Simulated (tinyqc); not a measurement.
Do the excited 1s states matter for ionisation? Model: valley-orbit splitting of a donor ground state, with strain. Computed by tinyqc, a small Python program. Command: `OMP_NUM_THREADS=1 python tinyqc.py 3016426 3016427 out.jsonl valleyorbit walk`. One thread of a shared host (Intel(R) Xeon(R) Processor @ 2.30GHz), about 0.01 s of CPU time with the checks.

The basis is the 1s envelope in each valley; energies are counted from the unstrained conduction-band edge. The strain is e_s (a a^T - 1/3) for the unit stress axis a, so valley j along n_j moves by Xi_u e_s w_j with w_j = (n_j.a)^2 - 1/3: +2/3 for [111], -2/9 for the others.

Inputs (values chosen for the exercise, modelled on donors in germanium):
```
quantity                                    value   unit
single-valley binding energy E_0             9.61    meV
central-cell shift Lambda                     1.1    meV
coupling Delta_1                             0.68    meV
shear deformation potential Xi_u             15.7     eV
donor density N_D                         1.8e+15  cm^-3
density-of-states mass of one valley m_e    0.218    m_0
```

Valleys: four along <111>. Stress axis: [111].

Constants: k_B = 8.617333262e-05 eV/K; m_0 = 9.1093837015e-31 kg; k_B = 1.380649e-23 J/K; h = 6.62607015e-34 J s.

Method:
- By symmetry: E(A1) = E_0 + Lambda + 3 Delta_1 (one state), E(T2) = E_0 + Lambda - Delta_1 (three), as binding energies.
- H_jj = -(E_0 + Lambda) + Xi_u e_s w_j; H_jk = -Delta_1 between any two valleys.
- z = sum over levels of exp(-(E - E_ground)/k_B T), the ground-state share being 1/z; N_c = 2 (2 pi m_e k_B T/h^2)^(3/2) sum_j exp(-(shift_j - lowest shift)/k_B T); n1 = N_c/(2 z) exp(-binding/k_B T), binding = lowest shift - E_ground; without compensation n = 2 N_D/(1 + sqrt(1 + 4 N_D/n1)) (Boltzmann statistics; p and higher states left out).
- No strain here. The last two columns set z = 1, with the A1 depth, or use one level at E_0 with z equal to the number of valleys.

E(A1) = 12.75 meV

Ionised share:
```
T (K)       z  all 1s states  ground state alone  no splitting
7.4    1.0421     1.4787e-04          1.5096e-04    8.8495e-04
12.0   1.2162     9.0407e-03          9.9654e-03    2.2597e-02
18.0   1.5195     8.2355e-02          1.0051e-01    1.3556e-01
27.0   1.9320     3.3230e-01          4.2764e-01    4.2194e-01
37.0   2.2783     6.1620e-01          7.5027e-01    6.8709e-01
59.0   2.7570     8.9135e-01          9.5478e-01    9.1117e-01
99.0   3.1810     9.7495e-01          9.9185e-01    9.7806e-01
```

What follows from these numbers?

z grows from 1.042 to 3.18 of at most 4. Leaving out the excited states overstates the ionised share by up to 28.7 % (at 27.0 K); ignoring the splitting misses by a factor 5.98 at the lowest T and 1.00 at the highest.

Extremes, crossings and ranges named in words are read from the listed rows.
